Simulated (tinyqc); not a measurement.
# Changing the contact height h_c

Model: chemical-mechanical planarisation: Preston law, pattern density and step-height reduction. Computed by tinyqc, a small Python program. Command: `OMP_NUM_THREADS=1 python tinyqc.py 3017666 3017667 out.jsonl cmp sweep`. One thread of a shared host (Intel(R) Xeon(R) Processor @ 2.30GHz), about 0.01 s of CPU time with the checks.

A row of 8 cells, repeated periodically, holds raised features that cover a share rho of each cell.

Inputs (values chosen for the exercise, close to those used for oxide polishing):

| quantity | value | unit |
|---|---|---|
| Preston coefficient K | 6.4e-14 | 1/Pa |
| pressure P | 45 | kPa |
| platen and carrier speed | 110 | rpm |
| distance between the centres | 18 | cm |
| initial step height h0 | 240 | nm |
| film above the raised areas z0 | 500 | nm |
| cell size | 2.3 | mm |
| planarisation length | 2.9 | mm |
| polish time t | 40 | s |

local pattern densities, cell by cell: 0.6  0.7  0.9  0.7  0.3  0.8  0.7  0.5

Method:
- With equal rotation speeds the relative speed is uniform, v = omega r_c; Preston rate R0 = K P v.
- The stiff pad averages the density: rho_eff(i) = sum_j w_ij rho_j / sum_j w_ij, w = exp(-2 d^2/L^2), L the planarisation length and d the distance between cell centres, summed over all periodic images of cell j.
- While h > h_c only raised areas polish, at R0/rho_eff, until t_c = rho_eff (h0 - h_c)/R0. After that h = h_c exp(-(t - t_c)/tau), tau = rho_eff h_c/R0; low areas polish at R0 (1 - h/h_c) and raised areas at R0 [1 + (1 - rho_eff) h/(rho_eff h_c)]. Removed from raised areas after t_c: h0 - h_c + R0 (t - t_c) + (1 - rho_eff)(h_c - h); from low areas: R0 (t - t_c) - rho_eff (h_c - h). Film left = z0 less the removal from raised areas.

One run for each value:

| contact height h_c (nm) | largest remaining step (nm) | range of film left across the row (nm) | thinnest film left (nm) |
|---|---|---|---|
| 7.2 | 2.6470e-03 | 86.047 | 132.95 |
| 27.0 | 1.5740e+00 | 86.323 | 132.95 |
| 46.0 | 5.7392e+00 | 87.030 | 132.97 |
| 66.0 | 1.1427e+01 | 87.845 | 133.16 |
| 85.0 | 1.7417e+01 | 88.430 | 133.62 |
| 100.0 | 2.2371e+01 | 88.690 | 134.23 |
| 120.0 | 2.9166e+01 | 88.739 | 135.38 |
| 140.0 | 3.6102e+01 | 88.464 | 136.87 |

What does the table show, and why?

Over the rows, largest remaining step (nm) rises from 0.00265 to 36.1 (exponent d ln y / d ln x 4.8 between the first rows and 1.4 between the last); range of film left across the row (nm) goes from 86.0 through a maximum among these rows, 88.7 at 120, to 88.5; thinnest film left (nm) rises from 133 to 137. A softer pad (larger h_c) touches the low areas sooner, so steps linger.

Extremes, crossings and ranges named in words are read from the listed rows.
